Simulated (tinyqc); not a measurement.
Coherent potential approximation for a binary alloy with a semi-elliptic band, step by step. Values are carried at full precision from step to step, so a last printed digit may differ when a step is redone from the rounded ones.

Site levels eA = -x d (share 1 - x) and eB = (1 - x) d (share x), so that their mean, the virtual crystal, is 0. Pure band: G0(z) = 2 (z - sqrt(z - W) sqrt(z + W))/W^2 with principal roots, density -Im G/pi per site. The medium has a self-energy S(z), G = G0(z - S), z = E + i eta. t_i = (e_i - S)/(1 - (e_i - S) G); the CPA demands <t> = (1 - x) tA + x tB = 0. Iteration: start at S = 0, set S(new) = S + <t>/(1 + <t> G), stop when |<t>| < 1e-9 eV.

Constants: hbar = 6.58211957e-16 eV s.

Parameters, chosen for this exercise:

| symbol | value | unit | meaning |
|---|---|---|---|
| W | 2.4 | eV | half width of the pure band |
| x | 0.4 |  | fraction of B |
| d | 0.63 | eV | eB - eA |
| eta | 0.048 | eV | broadening |
| E | 1.62 | eV | energy |

## First step: the average t-matrix

With S = 0 form G, tA, tB, <t> and the new S.

eA, eB (eV): -0.2520  0.3780

G = 0.54726-0.59860i 1/eV

tA, tB (eV): -0.2176-0.0289i  0.4407-0.1257i

<t> = 0.0457-0.0676i eV
S after one step = 0.0507-0.0653i eV

## The self-consistent medium

Iterate.

Iterations:

| i | S (eV) | G (1/eV) | \|<t>\| (eV) |
|---|---|---|---|
| 0 | 0.00000 | 0.54726-0.59860i | 0.0816 |
| 1 | 0.05070-0.06535i | 0.51100-0.59328i | 0.00371 |
| 2 | 0.05199-0.06188i | 0.51163-0.59474i | 0.000157 |
| 3 | 0.05184-0.06192i | 0.51166-0.59468i | 6.65e-06 |
| 4 | 0.05185-0.06192i | 0.51166-0.59468i | 2.82e-07 |
| 5 | 0.05185-0.06192i | 0.51166-0.59469i | 1.19e-08 |
| 6 | 0.05185-0.06192i | 0.51166-0.59469i | 5.06e-10 |

S = 0.05185-0.06192i eV
G = 0.51166-0.59469i 1/eV

Converged at i = 6. The first step gave 0.0507-0.0653i eV.

## Densities on A and B, and the lifetime

G_i = G/(1 - (e_i - S) G); densities -Im G_i/pi; their weighted sum must be -Im G/pi. Lifetime hbar/(2 |Im S|), which has a meaning only while |Im S| is small against W. Weak-scattering value of S: x (1 - x) d^2 G.

densities (1/eV): on A 0.1367, on B 0.2683, weighted sum 0.1893, medium 0.1893

lifetime = 5.31 fs
weak-scattering S = 0.0487-0.0566i eV

A B site carries the larger density here, by a factor 1.96; the weak-scattering value is 8 % from S.

## Checks

- Weighted sum of the partial densities against the density of the medium: both 0.18929.

(tinyqc, `OMP_NUM_THREADS=1 python tinyqc.py 1452133 1452134 out.jsonl`, Intel(R) Xeon(R) Processor @ 2.30GHz, 1 thread, shared host, about 0.01 s.)
